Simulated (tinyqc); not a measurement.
# MOSFET in the linear regime without short-channel effects, parameter extraction from computed curves: effects of single changes

Inversion charge Q = Cox n Vt W0(exp((Vg - VT)/(n Vt))), W0 the Lambert function and n = nf; u = Q/Cox; mobility mu = mu0/(1 + th1 u + th2 u^2); channel resistance Rch = (L - dL)/(W mu Q); Id = Vd/(Rch + Rsd/W). Cox = eps0 eox/tox. Small Vd, no channel-length or drain effects.

Inputs (values chosen for the exercise); channel values of the order met in silicon transistors: temperature T = 77 K; relative permittivity of the gate insulator (close to aluminium oxide) eox = 8.77; insulator thickness tox = 5.2 nm; low-field mobility mu0 = 190 cm^2/(V s); first mobility attenuation factor th1 = 0.78 1/V; second mobility attenuation factor th2 = 0 1/V^2; threshold voltage VT = 0.39 V; body factor nf = 1.43; gate width W = 0.5 um; drawn gate length L = 0.07 um; drawn less effective length dL = 0.002 um; source plus drain resistance Rsd = 280 ohm um; drain voltage Vd = 0.025 V.

Constants: q = 1.602176634e-19 C, kB = 1.380649e-23 J/K, Vt = kB T/q, eps0 = 8.8541878128e-14 F/cm where lengths are in cm. Results are converted to the units shown.

Each table varies one quantity; the others keep the values above.

## Extraction methods against the source plus drain resistance

From the continuous curve Id(Vg): tangent at peak gm (V_ext = Vg - Id/gm); constant current Id = 0.1 uA W/L; peak of d2Id/dVg2; Y = Id/sqrt(gm) drawn through Vg = VT + 0.6 and VT + 0.8 V, with intercept VT_Y and slope s. Mobilities gm,max L/(W Cox Vd) and s^2 L/(W Cox Vd) with the drawn L. Last column: share of Rsd/W in the total resistance at VT + 0.8 V.

Results:
```
Rsd (ohm um),V_ext (V),constant current (V),second derivative (V),VT_Y (V),mobility from gm (cm^2/(V s)),mobility from Y (cm^2/(V s)),series share (%)
0,0.395,0.407,0.388,0.416,155,190,0
100,0.393,0.408,0.388,0.416,147,190,16.6
200,0.391,0.408,0.388,0.416,141,190,28.5
400,0.389,0.408,0.387,0.416,131,190,44.3
800,0.387,0.409,0.386,0.416,118,190,61.4
1500,0.384,0.410,0.385,0.416,103,190,74.9
```

Estimate the missing row, Rsd = 50 ohm um.

Computed row:
```
Rsd (ohm um),V_ext (V),constant current (V),second derivative (V),VT_Y (V),mobility from gm (cm^2/(V s)),mobility from Y (cm^2/(V s)),series share (%)
50,0.394,0.407,0.388,0.416,151,190,9.04
```

With this row back in the table: The model has VT = 0.39 V and mu0 = 190 cm^2/(V s). Over the table the extracted thresholds move by 12 mV (tangent), 2.2 mV (constant current), 2.5 mV (second derivative), under 0.5 mV (Y function). The mobility from gm falls from 155 to 103 and that from Y stays near 190 cm^2/(V s). Y cancels the series resistance, which multiplies Id and sqrt(gm) by the same factor.

## Extraction methods against the first mobility attenuation factor

Same model as above.

Extraction methods against the first mobility attenuation factor:
```
th1 (1/V),V_ext (V),constant current (V),second derivative (V),VT_Y (V),mobility from gm (cm^2/(V s)),mobility from Y (cm^2/(V s)),series share (%)
0,0.393,0.408,0.388,0.416,147,190,47.0
0.2,0.392,0.408,0.388,0.416,144,190,43.5
0.4,0.392,0.408,0.388,0.416,141,190,40.5
0.6,0.391,0.408,0.387,0.416,139,190,37.8
0.8,0.390,0.408,0.387,0.416,136,190,35.5
1,0.390,0.408,0.387,0.416,134,190,33.5
1.2,0.390,0.408,0.387,0.416,132,190,31.7
```

What does the table show?

The model has VT = 0.39 V and mu0 = 190 cm^2/(V s). Over the table the extracted thresholds move by 3.6 mV (tangent), under 0.5 mV (constant current), 0.50 mV (second derivative), under 0.5 mV (Y function). The mobility from gm falls from 147 to 132 and that from Y stays near 190 cm^2/(V s).

Program tinyqc, `OMP_NUM_THREADS=1 python tinyqc.py 2210040 2210041 out.jsonl`; Intel Xeon 2.30GHz, shared host, one thread, about 0.01 s.
